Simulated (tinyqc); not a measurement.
Elastic strain and critical thickness of a cubic alloy layer A(1-x)B(x) on a thick substrate: one step, computed by the program tinyqc.

Strain is positive in tension. The layer is coherent with the substrate unless said otherwise.

Task: Isotropic constants and the prefactor A. Voigt averages: G = (C11 - C12 + 3 C44)/5, B = (C11 + 2 C12)/3, nu = (3 B - 2 G)/(2 (3 B + G)); b = a/sqrt(2). The 60-degree dislocation has cos alpha = 1/2, and cos lambda = 1/2 on (001). Matthews-Blakeslee: h_c = A [ln(h_c/b) + 1], A = b (1 - nu cos^2 alpha)/(8 pi |f| (1 + nu) cos lambda), the factor 8 pi being that of an uncapped layer.

Growth plane: (001). Layer: uncapped. Misfit dislocation: 60-degree.

elastic constants (GPa): C11 113.974, C12 51.210, C44 56.584

free lattice constant a = 5.7416 angstrom

misfit f = -0.01543124

Give: shear modulus G; Poisson ratio nu; Burgers vector b; prefactor A.

Result:

shear modulus G = 46.5032 GPa

Poisson ratio nu = 0.2347

Burgers vector b = 0.4060 nm

prefactor A = 1.596 nm
